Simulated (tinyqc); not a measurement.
# Trap depth and cross-section from two peaks

Problem. A DLTS peak lies where ew = sn g T^2 exp(-Et/kB T), g = vth Nc/(300 K)^2. Find Et and sn.

Values chosen for this exercise: conduction-band density of states at 300 K Nc = 5.61e17 cm^-3; thermal velocity at 300 K vth = 4.3e7 cm/s.

Constants: q = 1.602176634e-19 C, kB = 1.380649e-23 J/K. Results are converted to the units shown.

peak temperatures for ew = 5 and 2000 1/s (K): 131.09615  186.85129

Solution. The slope of ln(ew/T^2) against q/kB T is -Et, and the intercept is ln(sn g).

Et = 0.2000 eV
sn = 5.300e-17 cm^2

tinyqc, about 0.01 s, one thread, Intel Xeon 2.30GHz (shared host): `OMP_NUM_THREADS=1 python tinyqc.py 2050066 2050067 out.jsonl`
